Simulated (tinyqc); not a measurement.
Band bending at a free surface with a continuum of surface states, surface photovoltage and Kelvin probe: one step of the calculation.

n-type bulk, xi = Ec - EF = Vt ln(Nc/Nd), p0 = ni^2/Nd, ni = sqrt(Nc Nv) exp(-Eg/(2 Vt)), Eg in volts. b is the upward band bending, u = b/Vt. Space charge per area, in units of q: Qc = sign(b) sqrt((2 eps0 eps_r Vt/q) [(Nd + dn)(exp(-u) - 1) + Nd u + (p0 + dn)(exp(u) - 1)]), with dn the excess density under light (flat quasi-Fermi levels; 0 in the dark). The states hold -Ds (E0 - xi - b): negative while the Fermi level lies above the neutrality level. Neutrality: Qc + Qf + (charge of the states) = 0.

Problem. Surface photovoltage. Under chopped light the surface charge keeps its dark value, so b falls to bL with Qc(bL, dn) = Qc(b, 0); the photovoltage is b - bL. Qc rises with b, so bL follows by bisection.

Values chosen for this exercise; band and dielectric values those of a made-up semiconductor: temperature T = 300 K; band gap Eg = 1.47 eV; relative permittivity eps_r = 11.2; conduction-band density of states at T Nc = 4.69e17 cm^-3; valence-band density of states at T Nv = 8.85e18 cm^-3; donor density Nd = 2.7e16 cm^-3; excess carrier density under light dn = 1.1e15 cm^-3.

Constants: q = 1.602176634e-19 C, kB = 1.380649e-23 J/K, Vt = kB T/q, eps0 = 8.8541878128e-14 F/cm where lengths are in cm. Results are converted to the units shown.

converged b = 0.21083885 V

Wanted: bL; photovoltage; share of b removed; excess holes at the surface, dn exp(bL/Vt).

Solution.

bL = 0.11666 V
photovoltage = 94.182 mV
share of b removed = 44.670 %
excess holes at the surface, dn exp(bL/Vt) = 1.0026e17 cm^-3

Computed by the program tinyqc: `OMP_NUM_THREADS=1 python tinyqc.py 2430071 2430072 out.jsonl`, one thread of a shared Intel Xeon 2.30GHz, about 0.01 s for the whole run.
